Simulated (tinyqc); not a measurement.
Inputs raised by 10 %, one at a time: Schottky barrier with interface states (Cowley-Sze model), image lowering and contact resistance. Computed by tinyqc, a small Python program. Command: `OMP_NUM_THREADS=1 python tinyqc.py 3020777 3020778 out.jsonl pinning sens`. One thread of a shared host (Intel(R) Xeon(R) Processor @ 2.30GHz), about 0.02 s of CPU time with the checks.

An n-type semiconductor under a metal. The barrier lies between the Schottky-Mott limit phi_M - chi and the Bardeen limit E_g - E_n, E_n being the neutrality level of the interface states; the space-charge term of the full Cowley-Sze expression is left out.

Inputs (values chosen for the exercise, for a model semiconductor):
```
quantity                                       value         unit
gap E_g                                         1.02           eV
electron affinity chi                           4.07           eV
metal work function phi_M                       4.98           eV
neutrality level E_n above the valence band    0.202           eV
interface-state density D                    5.6e+12  cm^-2 eV^-1
dipole layer thickness delta                    0.24           nm
dipole layer constant eps_i                        1            -
dielectric constant eps_s                       13.6            -
electron mass m_e                              0.365          m_0
valleys M_c                                        6            -
donor density N                              1.7e+16        cm^-3
temperature T                                    300            K
reverse bias V_r                                 3.6            V
```

Pinning factor from: interface states.

Constants: e = 1.602176634e-19 C; eps_0 = 8.8541878128e-12 F/m; k_B = 8.617333262e-05 eV/K; m_0 = 9.1093837015e-31 kg; k_B = 1.380649e-23 J/K; h = 6.62607015e-34 J s.

Method:
- S = 1/(1 + e^2 D delta/(eps_i eps_0)); for D per eV, e^2 D is the number e x D in SI units, with 1 cm^-2 = 1e4 m^-2.
- phi_B = S (phi_M - chi) + (1 - S)(E_g - E_n); the hole barrier is E_g - phi_B.
- N_c = 2 M_c (2 pi m_e k_B T/h^2)^(3/2); xi = E_c - E_F solves N = N_c F_1/2(-xi/k_B T) (bisection; full ionisation).
- F_1/2(eta) = (2/sqrt(pi)) int_0^infinity sqrt(x)/(1 + exp(x - eta)) dx, by the trapezoid rule in t = sqrt(x) with step 0.02 up to t = 12 (for eta < -12 by exp(eta) - exp(2 eta)/2^(3/2)).
- V_bi = phi_B - xi; W = sqrt(2 eps_s eps_0 (V_bi + V_r - k_B T/e)/(e N)); field at the metal E_m = e N W/(eps_s eps_0); image lowering sqrt(e E_m/(4 pi eps_s eps_0)).
- A* = 4 pi e m_e M_c k_B^2/h^3 (a simple valley count); J_s = A* T^2 exp(-phi/k_B T).
- J_0 uses phi_B; the reverse current uses phi_B less the image lowering, times 1 - exp(-V_r/k_B T).

Runs:
```
input moved                                        from      to  J_0 (A/cm^2)  thermionic reverse current (A/cm^2)  depletion width W (nm)  image lowering (eV)
base run                                              -       -    2.4519e-08                           1.0813e-07                  614.48             0.038362
electron affinity chi (eV)                         4.07   4.477    7.7495e-03                           3.3189e-02                  590.45             0.037604
neutrality level E_n above the valence band (eV)  0.202  0.2222    2.8569e-08                           1.2595e-07                  614.19             0.038353
dipole layer thickness delta (nm)                  0.24   0.264    2.5904e-08                           1.1422e-07                  614.38             0.038358
temperature T (K)                                   300     330    6.8323e-07                           2.6274e-06                  612.59             0.038302
electron mass m_e (m_0)                           0.365  0.4015    2.6971e-08                           1.1891e-07                  614.21             0.038353
dielectric constant eps_s                          13.6   14.96    2.4519e-08                           9.7610e-08                  644.47             0.035715
```

Exponents ln(y'/y) / ln(x'/x):
```
input                                            J_0  thermionic reverse current  depletion width W  image lowering
electron affinity chi                        132.868                     132.561             -0.418          -0.209
neutrality level E_n above the valence band    1.604                       1.600             -0.005          -0.002
dipole layer thickness delta                   0.576                       0.575             -0.002          -0.001
temperature T                                 34.911                      33.474             -0.032          -0.016
electron mass m_e                              1.000                       0.997             -0.005          -0.002
dielectric constant eps_s                      0.000                      -1.074              0.500          -0.750
```

Among the inputs moved here: J_0 answers most in size to electron affinity chi (exponent +132.868), next to temperature T (+34.911); its exponent is below 0.0005 for dielectric constant eps_s. Thermionic reverse current answers most in size to electron affinity chi (exponent +132.561), next to temperature T (+33.474). Depletion width W answers most in size to dielectric constant eps_s (exponent +0.500), next to electron affinity chi (-0.418). Image lowering answers most in size to dielectric constant eps_s (exponent -0.750), next to electron affinity chi (-0.209).
